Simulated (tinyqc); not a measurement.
Ideality from Voc and Vmp.

Problem. An ideal cell J = Jsc - J0 (exp(V/(n Vt)) - 1) has exp((Voc - Vmp)/(n Vt)) = 1 + Vmp/(n Vt) at maximum power. Find n, J0 and FF.

Inputs (values chosen for the exercise):
- T = 273 K (temperature)

Constants: q = 1.602176634e-19 C, kB = 1.380649e-23 J/K, Vt = kB T/q. Results are converted to the units shown.

Jsc = 320 mA/cm^2
Voc = 0.77659120 V
Vmp = 0.68037222 V

Answer. With a = n Vt, a ln(1 + Vmp/a) rises steadily with a, so Voc - Vmp fixes it; J0 follows from Voc.

n = 1.30
J0 = 3.00e-12 A/cm^2
FF = 0.838

Computed by the program tinyqc: `OMP_NUM_THREADS=1 python tinyqc.py 2280010 2280011 out.jsonl`, one thread of a shared Intel Xeon 2.30GHz, about 0.01 s for the whole run.
